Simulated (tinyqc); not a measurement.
# Capacitance measurement on a leaky thin oxide: effects of series resistance and leakage, step by step

Program tinyqc, `OMP_NUM_THREADS=1 python tinyqc.py 2022090 2022091 out.jsonl`; Intel Xeon 2.30GHz, shared host, one thread, about 0.01 s. Printed values are rounded.

The device is a capacitance C in parallel with a leakage conductance G, in series with Rs and Ls. An impedance meter reports either a parallel pair (Cp, Gp) from Y = 1/Z = Gp + i w Cp or a series pair (Cs, Rm) from Z = Rm + 1/(i w Cs); w = 2 pi f, dissipation D = Gp/(w |Cp|).

Values chosen for this exercise; values of the order met in thin-oxide MOS capacitors:

| symbol | value | unit | meaning |
|---|---|---|---|
| eox | 8.8 |  | relative permittivity of the gate insulator (close to aluminium oxide) |
| tox | 7.2 | nm | insulator thickness |
| A | 2500 | um^2 | gate area |
| zc | 0.57 | nm | oxide-equivalent thickness added by the accumulation layer |
| zp | 0 | nm | oxide-equivalent thickness added by gate depletion |
| Jg | 0.39 | A/cm^2 | gate leakage current density, not matched to the thickness |
| Vs | 0.4 | V | voltage for an e-fold rise of the leakage |
| Rs | 28 | ohm | series resistance |
| Ls | 0 | nH | series inductance |
| f | 1e6 | Hz | measuring frequency |

Constants: eps0 = 8.8541878128e-14 F/cm where lengths are in cm. Results are converted to the units shown.

## True capacitance and conductance

EOT = 3.9 tox/eox; CET = EOT + zc + zp; C = 3.9 eps0 A/CET; G = Jg A/Vs.

EOT = 3.190909 nm
CET = 3.760909 nm
C = 22.95411 pF
G = 24.37500 uS

## What the meter reports

Z = Rs + i w Ls + 1/(G + i w C).

Z = 1167.286-6741.066i ohm
Cp = 22.92244 pF
Gp = 24.93960 uS
Cs = 23.60976 pF
D = 0.1731605

Cp is 0.14 % below C and Cs is 2.9 % above it; G Rs = 6.82e-4, w C Rs = 0.00404 and G/(w C) = 0.169.
